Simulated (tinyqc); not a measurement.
Tight binding, dimerised chain, step by step. One step of it, computed by the program tinyqc.

Task: Bloch Hamiltonian at k. H_AA = +delta, H_BB = -delta, H_AB = -t1 - t2 exp(-i k a).

Parameters chosen for this model:
```
parameter     value                      unit
t1         0.370000       eV, inside the cell
t2         1.330000         eV, between cells
delta      0.940000  eV, +/- on the two sites
```

k point k (2 pi / a): [0.130000]

Give: H(k) at k.

Result:

H(k) at k (eV), order A, B:
$$\begin{pmatrix}
0.9400 & -1.2804+0.9695i \\
-1.2804-0.9695i & -0.9400
\end{pmatrix}$$
